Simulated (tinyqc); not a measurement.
Chemically amplified photoresist: aerial image, acid generation, bake, development and line width: one step, computed by the program tinyqc.

Lines and spaces of pitch p with a two-beam-like image; x = 0 is the middle of the bright space. The resist is positive and treated as uniform in depth.

Problem. Space width and dose latitude. Dose E(x) = E [1 + c cos(2 pi x/p)]; acid h = 1 - exp(-C E(x)). Bake: the acid image is blurred by a Gaussian of variance sigma^2 = 2 D t (each Fourier term k of h, taken on 64 points, is multiplied by exp(-4 pi^2 k^2 D t/p^2)). The quencher then removes q, h_eff = max(h_blurred - q, 0); protection m = exp(-k_amp t h_eff). Mack rate r = r_max (a + 1)(1 - m)^n/(a + (1 - m)^n) + r_min, a = ((n + 1)/(n - 1))(1 - m_th)^n. Edge: vertical development clears the film where r t_d >= d; the space width is twice the x where r = d/t_d. Dose sensitivity = d ln(width)/d ln E from widths at 1.005 E and E/1.005; image log-slope at the edge = |d ln E/dx|, normalised by the width (NILS); latitude for 10 % of width = 10 %/sensitivity.

Inputs (values chosen for the exercise, for a model resist at 13.5 nm): pitch p = 43 nm; image contrast c = 0.74; mean dose E = 2.96 mJ/cm^2; Dill parameter C = 0.042 cm^2/mJ; quencher load q, relative to the acid generator = 0.068; acid diffusivity D = 0.17 nm^2/s; bake time t = 90 s; amplification rate k_amp = 0.029 1/s; threshold protection m_th = 0.48; development selectivity n = 3; largest rate r_max = 370 nm/s; smallest rate r_min = 0.054 nm/s; resist thickness d = 41 nm; development time t_d = 45 s.

Give: space width; dose sensitivity; NILS; dose latitude.

Solution.

space width = 25.18 nm

dose sensitivity = 0.8898

NILS = 3.267

dose latitude = 11.24 %

At the same width a resist without blur would give a sensitivity 2/NILS = 0.612; the blur multiplies it by 1.45. Caution: lateral development, standing waves and the joint diffusion of acid and quencher are left out, so widths are indicative.
